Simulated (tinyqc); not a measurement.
Tuning the antireflection layer: standing waves and exposure in a photoresist film.

Normal incidence from air. Unexposed resist: N1 = n1 + i k1 with k1 = (A + B) lam/(4 pi), lam in micrometres. r01 = (1 - N1)/(1 + N1), t01 = 2/(1 + N1). Below the resist lie the layer Na = na + i ka and the substrate Ns = ns + i ks: r12 = (r1a + ras x)/(1 + r1a ras x), x = exp(4 pi i Na da/lam), r1a = (N1 - Na)/(N1 + Na), ras = (Na - Ns)/(Na + Ns). With p = exp(2 pi i N1 d/lam), the field at depth z is E(z) = t01 [exp(2 pi i N1 z/lam) + r12 p^2 exp(-2 pi i N1 z/lam)]/(1 + r01 r12 p^2), the relative intensity I(z) = n1 |E(z)|^2 and the reflectance R = |(r01 + r12 p^2)/(1 + r01 r12 p^2)|^2.

Inputs chosen for the exercise (a resist on Cu, indices near tabulated ones; shifted at random, so the results belong to these values and not to a real crystal):
- lam = 248 nm (vacuum wavelength)
- n1 = 1.726 (resist index)
- A = 0.09 1/micrometre (bleachable absorption (Dill A))
- B = 0.46 1/micrometre (fixed absorption (Dill B))
- d = 524 nm (resist thickness)
- ns = 1.469 (substrate n)
- ks = 1.802 (substrate k)
- na = 1.761 (n of the bottom antireflection layer)
- ka = 0.364 (its k)

da takes the values listed; the contrast is (Imax - Imin)/(Imax + Imin) over the lowest period of the resist (60 depths).

Results:

| da (nm) | \|r12\|^2 | contrast |
|---|---|---|
| 0 | 0.2426 | 0.776 |
| 10 | 0.1669 | 0.684 |
| 20 | 0.0783 | 0.504 |
| 30 | 0.0219 | 0.291 |
| 40 | 0.0071 | 0.174 |
| 50 | 0.0195 | 0.280 |
| 60 | 0.0370 | 0.353 |
| 75 | 0.0386 | 0.362 |
| 90 | 0.0156 | 0.232 |
| 110 | 0.0028 | 0.094 |
| 140 | 0.0167 | 0.239 |

|r12|^2 starts at 0.2426 and is lowest, 0.0028, at 110 nm of those listed, where the contrast is 0.094 against 0.776. The contrast follows 2|r|/(1 + |r|^2), so even |r12|^2 = 0.01 leaves about 0.2. Values below 0.01 occur at 40 and 110 nm.

Computed by tinyqc, a small Python program: `OMP_NUM_THREADS=1 python tinyqc.py 1650677 1650678 out.jsonl` (the numbers bound the seed that draws the inputs); one thread of a shared host (Intel(R) Xeon(R) Processor @ 2.30GHz), about 0.01 s for the whole set of steps.
